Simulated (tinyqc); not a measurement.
# Worked calculation: MOSFET in the linear regime without short-channel effects, parameter extraction from computed curves

Program tinyqc, `OMP_NUM_THREADS=1 python tinyqc.py 2210074 2210075 out.jsonl`; Intel Xeon 2.30GHz, shared host, one thread, about 0.01 s. Printed values are rounded.

Inversion charge Q = Cox n Vt W0(exp((Vg - VT)/(n Vt))), W0 the Lambert function and n = nf; u = Q/Cox; mobility mu = mu0/(1 + th1 u + th2 u^2); channel resistance Rch = (L - dL)/(W mu Q); Id = Vd/(Rch + Rsd/W). Cox = eps0 eox/tox. Small Vd, no channel-length or drain effects.

Inputs (values chosen for the exercise); channel values of the order met in silicon transistors:
```
symbol,value,unit,meaning
T,300,K,temperature
eox,3.9,,relative permittivity of the gate insulator (close to silicon dioxide)
tox,3.2,nm,insulator thickness
mu0,120,cm^2/(V s),low-field mobility
th1,0.25,1/V,first mobility attenuation factor
th2,0,1/V^2,second mobility attenuation factor
VT,0.61,V,threshold voltage
nf,1.39,,body factor
W,1,um,gate width
L,0.48,um,drawn gate length
dL,0.01,um,drawn less effective length
Rsd,370,ohm um,source plus drain resistance
Vd,0.05,V,drain voltage
```

Constants: q = 1.602176634e-19 C, kB = 1.380649e-23 J/K, Vt = kB T/q, eps0 = 8.8541878128e-14 F/cm where lengths are in cm. Results are converted to the units shown.

## Transfer curve

Vg, point 0 to 11 (V): 0.41  0.51  0.61  0.71  0.81  0.91  1.01  1.11  1.21  1.31  1.41  1.51

u, mu, Rch and Id as defined.

```
point       u (V)  mu (cm^2/(V s))  Rch (ohm)     Id (uA)
0      1.36991e-4          119.996  2.64957e7  0.00188708
1      0.00209694          119.937  1.73179e6   0.0288657
2       0.0203799          119.392  1.79002e5    0.278750
3       0.0740283          117.820    49936.7    0.993904
4        0.148913          115.693    25281.0     1.94924
5        0.232850          113.399    16494.9     2.96473
6        0.321281          111.078    12204.5     3.97630
7        0.412317          108.786    9710.22     4.96021
8        0.505028          106.548    8094.22     5.90722
9        0.598902          104.373    6967.73     6.81409
10       0.693626          102.266    6140.11     7.68036
11       0.788996          100.230    5507.60     8.50687
```

## Threshold and mobility at the peak transconductance

gm_i = (Id_(i+1) - Id_(i-1))/(Vg_(i+1) - Vg_(i-1)); at the point j of largest gm the tangent meets the axis at V_ext = Vg_j - Id_j/gm_j; field-effect mobility gm_j L/(W Cox Vd) with the drawn L.

gm, point 1 to 10 (uS): 1.38431  4.82519  8.35246  9.85413  10.1353  9.97740  9.65460  9.26942  8.86569  8.46387
j = 5
V_ext = 0.617484 V
field-effect mobility = 90.1663 cm^2/(V s)

V_ext is 7.5 mV above the model VT, and the mobility so found is 26 % below mu0 L/(L - dL) = 123 cm^2/(V s), the value for the drawn L; attenuation, series resistance and the slow approach of Q to a straight line all lower the peak gm.

## The Y function

Y_i = Id_i/sqrt(gm_i). For Id = beta Vd x/(1 + th x), x = Vg - VT, Y = sqrt(beta Vd) x whatever th. Slope s from points 7 and 10; VT_Y = Vg - Y/s at point 10; beta = s^2/Vd; mobility beta L/(W Cox) with the drawn L; th* = (beta Vd x/Id - 1)/x at point 10.

Y, point 1 to 10 (uA^0.5 V^0.5): 0.0245338  0.126899  0.343904  0.620950  0.931252  1.25884  1.59637  1.94025  2.28851  2.63996
s = 3.47863 uA^0.5 V^-0.5
VT_Y = 0.651093 V
beta = 242.018 uA/V^2
mobility from Y = 107.653 cm^2/(V s)
th* = 0.257877 1/V

The mobility from Y is 12 % below mu0 L/(L - dL) = 123 cm^2/(V s), which it should reach in deep inversion when th2 = 0. th* compares with th1 + mu0 Cox Rsd/(L - dL) = 0.352 1/V, since series resistance enters like th1. The match is poor here: at these overdrives Q is not yet a straight line in Vg.
